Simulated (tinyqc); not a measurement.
MOS inversion layer, Poisson-Schroedinger loop: two steps of the calculation.

Electrons confined at an insulator interface at z = 0, treated as a hard wall; parabolic valleys, Hartree approximation, no image or exchange terms. The depletion charge lies far deeper than the electrons and gives a uniform field q Nd/(eps0 eps_r); the gate balances all charge. Energies are counted from the band edge at the interface.

Values chosen for this exercise; masses and permittivity close to those of silicon (110):
```
symbol   value   unit                                     meaning
T           77      K                                 temperature
eps_r     11.8                              relative permittivity
mz1       0.32     m0  mass along z of valley set A (4 valley(s))
md1       0.33     m0    in-plane density-of-states mass of set A
mz2      0.193     m0  mass along z of valley set B (2 valley(s))
md2       0.42     m0    in-plane density-of-states mass of set B
Ns      1.1e13  cm^-2                  sheet density of electrons
dE           0     eV               extra shift of set B (strain)
hz        0.84     nm                                   mesh step
a          0.3                                      mixing factor
```

Constants: q = 1.602176634e-19 C, kB = 1.380649e-23 J/K, hbar = 1.054571817e-34 J s, m0 = 9.1093837015e-31 kg, Vt = kB T/q, eps0 = 8.8541878128e-14 F/cm where lengths are in cm, hbar^2/(2 m0) = 0.0380998212 eV nm^2. Results are converted to the units shown.

Task 1. Density, output potential and mixing. n_i = sum_k N_k |psi_k|^2 (converted to cm^-3). Hartree part by Gauss: on the interval before node i the electrons still beyond are S_i = Ns - hz sum_(j<i) n_j, and U_i = U_(i-1) + q S_i hz/(eps0 eps_r) in eV, U_0 = 0 at the interface. Mixing: U(new) = U + a (U(out) - U).

columns A: node; B: z (nm); C: self-consistent potential U at the start (eV); D: |psi|^2 of A1 (1/nm); E: |psi|^2 of A2 (1/nm); F: |psi|^2 of B1 (1/nm); G: |psi|^2 of B2 (1/nm)
```
A       B  C           D           E           F           G
1    0.84  0  0.08446394  0.08007667  0.05210190  0.05335628
2    1.68  0  0.23234012  0.14585041  0.15904466  0.12356402
3    2.52  0  0.29769533  0.06842825  0.23705002  0.10248163
4    3.36  0  0.25624955  0.00012256  0.24669402  0.02726690
5     4.2  0  0.16800807  0.05959066  0.20206060  0.00211891
6    5.04  0  0.08926136  0.17227611  0.13799060  0.05936763
7    5.88  0  0.03986645  0.22512734  0.08123840  0.14504663
8    6.72  0  0.01533663  0.19590353  0.04212707  0.19459286
9    7.56  0  0.00517060  0.12915569  0.01952424  0.18716179
10    8.4  0  0.00154714  0.06858426  0.00816266  0.14181264
11   9.24  0  0.00041428  0.03027033  0.00308693  0.08791091
12  10.08  0  0.00009924  0.01118031  0.00104367  0.04457941
13  10.92  0  0.00002055  0.00330711  0.00029739  0.01735606
14  11.76  0  0.00000292  0.00060295  0.00005405  0.00386051
```

N_k (cm^-2): A1 8.9072099e12, A2 1.4714345e10, B1 2.0778254e12, B2 2.5043168e8

Find: n; U(out); U after round 1.

Result 1.

```
node  n (1e19 cm^-3)  U(out) (eV)  U after round 1 (eV)
1              0.862       0.1417                0.0425
2              2.402       0.2741                0.0822
3              3.145       0.3804                0.1141
4              2.795       0.4528                0.1358
5              1.917       0.4949                0.1485
6              1.084       0.5162                0.1549
7              0.527       0.5259                0.1578
8              0.227       0.5298                0.1589
9              0.089       0.5313                0.1594
10             0.032       0.5318                0.1595
11             0.011       0.5319                0.1596
12             0.003       0.5320                0.1596
13             0.001       0.5320                0.1596
14             0.000       0.5320                0.1596
```

Task 2. Converged levels, occupations and centroid. Tridiagonal Hamiltonian with psi = 0 one step beyond both ends: H_ii = C (1/m_(i-1/2) + 1/m_(i+1/2))/hz^2 + V0_i + U_i (+ dE for the set B), H_(i,i+1) = -C/(m_(i+1/2) hz^2), C = hbar^2/(2 m0). The lowest 2 level(s) of each valley set are kept, normalised to hz sum |psi|^2 = 1. The mass is the same on all intervals.

Level k holds N_k = D_k Vt ln(1 + exp((EF - E_k)/Vt)) with D = 4 md1 m0 q/(pi hbar^2) for the set A, D = 2 md2 m0 q/(pi hbar^2) for the set B per eV (spin included); EF is fixed by sum N_k = Ns.

Solve for the levels with V0 + U, find EF, n_i = sum_k N_k |psi_k|^2 (in cm^-3); share of each level N_k/Ns; centroid sum n z/sum n.

```
node  z (nm)  fixed potential V0 (eV)  converged U (eV)
1       0.84               0.01288128        0.14169396
2       1.68               0.02576256        0.23621140
3       2.52               0.03864383        0.27908801
4       3.36               0.05152511        0.29485712
5        4.2               0.06440639        0.29994810
6       5.04               0.07728767        0.30144430
7       5.88               0.09016894        0.30185394
8       6.72               0.10305022        0.30196056
9       7.56               0.11593150        0.30198742
10       8.4               0.12881278        0.30199406
11      9.24               0.14169405        0.30199566
12     10.08               0.15457533        0.30199604
13     10.92               0.16745661        0.30199611
14     11.76               0.18033789        0.30199612
```

Give: levels; EF; shares; n; centroid.

Result 2.

levels (eV): A1 0.31608, A2 0.40368, B1 0.34968, B2 0.43121
EF = 0.33521 eV
shares (%): A1 97.734, A2 0.001, B1 2.265, B2 0.000
n, node 1 to 14 (in units of 1e19 cm^-3): 4.3600  4.7726  2.5052  0.9869  0.3322  0.1004  0.0280  0.0074  0.0019  0.0005  0.0001  0.0000  0.0000  0.0000
centroid = 1.7903 nm

Computed by the program tinyqc: `OMP_NUM_THREADS=1 python tinyqc.py 2160096 2160097 out.jsonl`, one thread of a shared Intel Xeon 2.30GHz, about 0.9 s for the whole run.
